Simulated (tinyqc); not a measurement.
# Worked calculation: metal gate on a two-layer dielectric stack with fixed charge and a dipole

Program tinyqc, `OMP_NUM_THREADS=1 python tinyqc.py 2010029 2010030 out.jsonl`; Intel Xeon 2.30GHz, shared host, one thread, about 0.01 s. Printed values are rounded.

Gate, layer 2, layer 1, p-type semiconductor; x runs from the gate inwards. Charges are counted in units of +q. psi is the band bending at the surface, positive towards inversion. Classical charge, Boltzmann statistics, no interface traps.

Values chosen for this exercise; band and dielectric values close to those of 4H silicon carbide, layer 1 close to silicon dioxide, layer 2 close to hafnium oxide:
- T = 300 K (temperature)
- Eg = 3.22 eV (band gap)
- eps_r = 9.66 (relative permittivity)
- Nc = 1.71e19 cm^-3 (conduction-band density of states at T)
- Nv = 2.52e19 cm^-3 (valence-band density of states at T)
- chi = 3.63 eV (electron affinity)
- Na = 3.2e16 cm^-3 (acceptor density)
- pM = 4.47 eV (work function of the gate metal)
- t1 = 1.2 nm (thickness of layer 1, next to the semiconductor)
- e1 = 4.02 (relative permittivity of layer 1)
- t2 = 3.8 nm (thickness of layer 2, next to the gate)
- e2 = 22.6 (relative permittivity of layer 2)
- Q1 = 3.8e11 cm^-2 (fixed charge at the semiconductor interface)
- Q2 = -2.1e12 cm^-2 (fixed charge between the layers)
- r1 = 0 cm^-3 (uniform charge density in layer 1)
- r2 = -8e18 cm^-3 (uniform charge density in layer 2)
- Vd = 0 V (flat-band shift by a dipole layer between the layers)
- ps = 3.028 V (band bending psi of the working point)

Constants: q = 1.602176634e-19 C, kB = 1.380649e-23 J/K, Vt = kB T/q, eps0 = 8.8541878128e-14 F/cm where lengths are in cm. Results are converted to the units shown.

Range of the model: At the working point ps the carrier density at the surface is 0.47 times the band density of states, where degeneracy and quantisation, left out here, matter.

## Equivalent thickness and work-function difference

EOT = 3.9 (t1/e1 + t2/e2), Cox = eps0/(t1/e1 + t2/e2); phi_ms = pM - (chi + Eg - Vt ln(Nv/Na)).

EOT = 1.81993 nm
Cox = 1.89740 uF/cm^2
share of layer 1 in the EOT = 63.9683 %
phi_ms = -2.20760 V

## Flat-band voltage, term by term

EOT = 3.9 (t1/e1 + t2/e2), Cox = eps0/(t1/e1 + t2/e2); phi_ms = pM - (chi + Eg - Vt ln(Nv/Na)). Vfb = phi_ms + Vd - (q/eps0) [Q1 (t1/e1 + t2/e2) + Q2 t2/e2 + r1 (t1^2/(2 e1) + t1 t2/e2) + r2 t2^2/(2 e2)]: each charge counts with its electrical distance from the gate.

terms (V): phi_ms -2.20760, dipole 0.00000, Q1 -0.03209, Q2 0.06389, r1 0.00000, r2 0.04625
Vfb = -2.12954 V

Apart from phi_ms the largest term is that of Q2, 63.9 mV; all charges and the dipole together move Vfb by 78.1 mV.

## Threshold voltage

ni = sqrt(Nc Nv) exp(-Eg/(2 Vt)), Eg in volts, pB = Vt ln(Na/ni), Vth = Vfb + 2 pB + sqrt(4 q eps0 eps_r Na pB)/Cox.

ni = 1.86375e-8 cm^-3
pB = 1.44261 V
depletion charge = 0.159073 uC/cm^2
Vth = 0.839511 V

## Charge in the semiconductor

ni = sqrt(Nc Nv) exp(-Eg/(2 Vt)), Eg in volts. Qs = -sign(psi) sqrt(2 q eps0 eps_r Na Vt [exp(-u) + u - 1 + (ni/Na)^2 (exp(u) - u - 1)]), u = psi/Vt.

Qs = -0.288277 uC/cm^2

The surface is in strong inversion: psi exceeds 2 Vt ln(Na/ni) = 2.89 V.

## Fields and voltage drops

Gauss: D = -Qs just inside the semiconductor; going towards the gate subtract q Q1, then q r1 t1, q Q2 and q r2 t2. Field = D/(eps0 e); the drop over a layer is its mean field times its thickness; Vg = phi_ms + Vd + psi + both drops.

```
place                        D (uC/cm^2)  field (MV/cm)
layer 2, gate side               1.05091       0.525182
layer 2, inner side              0.56385       0.281778
layer 1, outer side              0.22739       0.638859
layer 1, semiconductor side      0.22739       0.638859
semiconductor surface            0.28828       0.337042
```

drop over layer 2 = 0.153322 V
drop over layer 1 = 0.0766631 V
Vg = 1.05039 V

The same Vg follows from Vfb + psi - Qs/Cox. The largest field, 0.639 MV/cm in size, is at: layer 1, outer side.
